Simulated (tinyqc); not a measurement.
Metal-interlayer-semiconductor contact, depinning against tunnelling resistance: contact resistivity against the temperature.

Zero bias, n-type semiconductor. Gap states at the semiconductor surface thin out as exp(-be ti), which unpins the barrier; electrons must then cross the interlayer (a rectangular barrier, no voltage drop across it) and the parabolic depleted layer, both by WKB. Energies E are counted from the Fermi level; no image force, parabolic bands.

Nc is given at 300 K and scales as (T/300 K)^1.5. S = 1/(1 + (1/S0 - 1) exp(-be ti)); phiB = S (phiM - chi) + (1 - S)(Eg - E0); xi = Ec - EF deep inside, from Nd = Nc F(-xi/Vt), F(x) = (2/sqrt(pi)) int_0^infinity sqrt(u) du/(1 + exp(u - x)); band bending U = phiB - xi; E00 = (hbar/2) sqrt(Nd/(eps0 eps_r mt m0)) in volts; A = 4 pi q mA m0 kB^2/h^3. With U = phiB - xi: for xi < E < phiB, y = (E - xi)/U and G1 = (U/E00) [sqrt(1 - y) - y ln((1 + sqrt(1 - y))/sqrt(y))], G1 = 0 above phiB; G2 = 2 ti sqrt(mi max(phiB + dE - E, 0)/C), C = hbar^2/(2 m0); f = 1/(1 + exp(E/Vt)); 1/rho_c = (A T^2/Vt^2) times the integral of exp(-G1 - G2) f over E from xi upwards. Shares under 0.001 % are printed as 0; rows without band bending are left out.

Values chosen for this exercise; semiconductor values close to those of germanium; interlayer mass of the order of that in titanium dioxide, offset chosen freely:
```
symbol    value   unit                                                           meaning
Eg        0.639     eV                                                          band gap
eps_r      15.7                                                    relative permittivity
chi         4.1     eV                                                 electron affinity
Nc      1.04e19  cm^-3    conduction-band density of states at the reference temperature
mt        0.121     m0                              tunnelling mass in the semiconductor
mA         1.08     m0                                                   Richardson mass
Nd       5.2e19  cm^-3                                                     donor density
E0        0.088     eV                    charge-neutrality level above the valence band
S0         0.05                                        pinning factor without interlayer
phiM       4.22     eV                                               metal work function
ti          1.7     nm                                              interlayer thickness
dE         0.15     eV  conduction-band offset of the interlayer above the semiconductor
mi         0.31     m0                                 tunnelling mass in the interlayer
be          3.9   1/nm               decay constant of gap states through the interlayer
```

Constants: q = 1.602176634e-19 C, kB = 1.380649e-23 J/K, eps0 = 8.8541878128e-12 F/m, hbar = 1.054571817e-34 J s, h = 6.62607015e-34 J s, m0 = 9.1093837015e-31 kg, Vt = kB T/q, hbar^2/(2 m0) = 0.0380998212 eV nm^2. Results are converted to the units shown.

The same in every row: S = 0.976; phiB (eV) = 0.131.

Result of one run:
```
E00/Vt  rho_c (ohm cm^2)  rho_c with G2 = 0 (ohm cm^2)  peak of the integrand (eV)  share above phiB (%)
2.25             1.40e-7                       1.78e-9                      0.0507                  41.5
```

Which temperature T gave this result: 150, 250, 300 or 500 K?

T = 500 K.

The whole series:
```
T (K)  E00/Vt  rho_c (ohm cm^2)  rho_c with G2 = 0 (ohm cm^2)  peak of the integrand (eV)  share above phiB (%)
150      7.51           4.80e-7                       2.29e-9                     -0.0132                0.0126
200      5.64           4.38e-7                       2.23e-9                     -0.0106                 0.209
250      4.51           3.90e-7                       2.16e-9                    -0.00572                  1.19
300      3.76           3.39e-7                       2.09e-9                     0.00127                  3.93
350      3.22           2.86e-7                       2.01e-9                      0.0104                  9.46
400      2.82           2.33e-7                       1.93e-9                      0.0216                  18.2
450      2.50           1.84e-7                       1.85e-9                      0.0351                  29.4
500      2.25           1.40e-7                       1.78e-9                      0.0507                  41.5
```

As T goes from 150 to 500, phiB stays at 0.131 eV and rho_c falls from 4.80e-7 to 1.40e-7 ohm cm^2. The ratio of rho_c to its value with G2 = 0 runs from 209 to 78.9.

Range of the model: The depletion charge would drop about 0.11 V across such an interlayer (eps_r near 40) at ti = 1.7 nm and Nd = 5.2e19 cm^-3, against a band bending of 0.22 V; this model leaves that drop out.

Numbers from tinyqc (`OMP_NUM_THREADS=1 python tinyqc.py 2270008 2270009 out.jsonl`; about 0.03 s on one thread of a shared Intel Xeon 2.30GHz).
